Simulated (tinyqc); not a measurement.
Inside a calculation. Model: n-type polysilicon, carrier trapping at grain boundaries.

tinyqc, about 0.01 s, one thread, Intel Xeon 2.30GHz (shared host): `OMP_NUM_THREADS=1 python tinyqc.py 2830099 2830100 out.jsonl` Printed values are rounded.

One-dimensional grains of size Lg, uniform ionised doping N, monovalent traps Qt at each boundary at a depth Et below (for electrons) or above (for holes) the band edge there, abrupt depletion of width W on each side of a boundary, Boltzmann statistics. xi is the distance from the band edge at the grain centre to the Fermi level. Trapped charge Qt/(1 + exp((xi + VB - Et)/Vt)) = 2 N W, barrier VB = q N W^2/(2 eps0 eps_r).

Parameters, values chosen for the exercise; values of the order met in polycrystalline silicon: temperature T = 300 K; relative permittivity eps_r = 11.7; conduction-band density of states at T NB = 2.8e19 cm^-3; grain size Lg = 53 nm; trap density of a grain boundary Qt = 6.7e11 cm^-2; depth of the trap level from the majority band edge at the boundary Et = 0.37 eV; mass for thermionic emission ms = 0.55 m0; correction factor of the emission rate fe = 0.5; doping N = 5.2e16 cm^-3.

Constants: q = 1.602176634e-19 C, kB = 1.380649e-23 J/K, m0 = 9.1093837015e-31 kg, Vt = kB T/q, eps0 = 8.8541878128e-14 F/cm where lengths are in cm. Results are converted to the units shown.

## Depletion width, Fermi level and barrier

If the trap equation with xi = Vt ln(NB/N) has a root W < Lg/2, the grain is partly depleted; otherwise W = Lg/2 and the trap equation gives xi = Et - VB + Vt ln(Qt/(N Lg) - 1). N* = Qt/Lg.

N* = 1.26415e17 cm^-3
W = 26.5 nm
xi = 0.351027 V
VB = 0.0282385 V
share of traps filled = 0.411343

N is 0.411 N*, and the grain is fully depleted; VB = 1.09 Vt.

## Resistivity and effective mobility

n0 = NB exp(-xi/Vt); mean density n0 (1 - 2 W/Lg) by charge balance in a partly depleted grain, and n0 (sqrt(pi)/2) erf(u)/u with u = sqrt(VB/Vt) in a fully depleted one; v = sqrt(kB T/(2 pi ms m0)); barrier resistivity Vt exp(VB/Vt)/(q fe n0 v Lg); grain resistivity (1 - 2 W/Lg)/(q n0 mug); effective mobility 1/(q mean density total resistivity).

n0 = 3.54943e13 cm^-3
mean density = 2.59021e13 cm^-3
v = 3.62733e6 cm/s
barrier resistivity = 1409.86 ohm cm
grain resistivity = 0.00000 ohm cm
resistivity = 1409.86 ohm cm
effective mobility = 170.914 cm^2/(V s)

The resistivity is 1530 times that of a single crystal with the same N and mobility mug, and the mean density is 0.0498 % of N. The effective mobility exceeds mug only because drift through the depleted grain is left out.
